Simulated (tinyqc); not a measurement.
Inside a calculation. Model: Zener tunnelling in a reverse-biased junction, two-band WKB.

tinyqc, about 0.03 s, one thread, Intel Xeon 2.30GHz (shared host): `OMP_NUM_THREADS=1 python tinyqc.py 2620142 2620143 out.jsonl` Printed values are rounded.

Abrupt p-n junction, depletion approximation. Energies E are counted from the conduction-band edge of the neutral n side; its Fermi level lies at dn, that of the p side at dn - V, and the valence-band edge of the neutral p side at Em = dn + dp - V. Tunnelling needs 0 < E < Em. Two-band dispersion with equal masses m: inside the gap kappa = sqrt(m u (1 - u/Eg)/C), u the distance from a band edge, C = hbar^2/(2 m0).

Values chosen for this exercise; band and dielectric values close to those of indium arsenide: temperature T = 300 K; band gap Eg = 0.346 eV; relative permittivity eps_r = 15.4; conduction-band density of states at 300 K Nc = 8.83e16 cm^-3; valence-band density of states at 300 K Nv = 6.59e18 cm^-3; band-edge mass of the two-band model m = 0.028 m0; acceptor density Na = 7.3e18 cm^-3; donor density Nd = 3.7e17 cm^-3; bias of the p side V = -0.69 V; points of the energy grid nE = 11.

Constants: q = 1.602176634e-19 C, kB = 1.380649e-23 J/K, hbar = 1.054571817e-34 J s, h = 6.62607015e-34 J s, m0 = 9.1093837015e-31 kg, Vt = kB T/q, eps0 = 8.8541878128e-14 F/cm where lengths are in cm, hbar^2/(2 m0) = 0.0380998212 eV nm^2. Results are converted to the units shown.

Range of the model: Parabolic densities of states, no band tails and no gap narrowing, all of which matter at such doping.

## Fermi levels and built-in voltage

Nd = Nc F12(dn/Vt), Na = Nv F12(dp/Vt), F12(x) = (2/sqrt(pi)) int_0^infinity sqrt(u)/(1 + exp(u - x)) du; dn = EF - Ec on the n side, dp = Ev - EF on the p side (negative outside the bands); Vbi = Eg + dn + dp.

dn = 0.07334231 eV
dp = 0.01261802 eV
Vbi = 0.4319603 V

Boltzmann statistics would give dn = 0.0370 eV and dp = 0.00265 eV. At zero bias the bands of the two sides overlap by dn + dp.

## Width, field and exponent

W = sqrt(2 eps0 eps_r (Vbi - V)(1/Na + 1/Nd)/q), mean field F = (Vbi - V)/W, peak field 2 F. In a uniform field F the exponent is S = pi sqrt(m/C) Eg^1.5/(4 F). Transverse energy Et = C kt^2/m raises it to S (1 + 4 Et/Eg), so T = exp(-S) exp(-Et/Eb) with Eb = Eg/(4 S). KJ = (2 q^2/h) m/(4 pi C) (times 1e14 for A/cm^2 per eV^2).

W = 73.64083 nm
mean field = 0.1523557 MV/cm
S = 8.994204
exp(-S) = 1.241271e-4
Eb = 9.617304 meV
tunnelling length Eg/F = 22.71001 nm

## Current density on a coarse grid

J = KJ exp(-S) Eb times the integral from 0 to Em of [f(E - dn) - f(E - dn + V)] [1 - exp(-min(E, Em - E)/Eb)] dE, f(x) = 1/(1 + exp(x/Vt)), with S and Eb from the mean field; J > 0 flows from p to n. KJ = (2 q^2/h) m/(4 pi C) (times 1e14 for A/cm^2 per eV^2). Simpson's rule on nE equally spaced points from 0 to Em.

```
point	E (eV)	difference of the f	transverse factor
0	0.0000000	-0.0553568	0.000000
1	0.0775960	-0.5410428	0.999687
2	0.1551921	-0.9595381	1.000000
3	0.2327881	-0.9979082	1.000000
4	0.3103841	-0.9998958	1.000000
5	0.3879802	-0.9999943	1.000000
6	0.4655762	-0.9999898	1.000000
7	0.5431722	-0.9997999	1.000000
8	0.6207683	-0.9959903	1.000000
9	0.6983643	-0.9250802	0.999687
10	0.7759603	-0.3803443	0.000000
```

integral = -0.6664023 eV
KJ = 4.531270e8 A/(cm^2 eV^2)
J = -360.4762 A/cm^2

A converged quadrature gives -362.9 A/cm^2; this grid is 0.66 % below that in size.
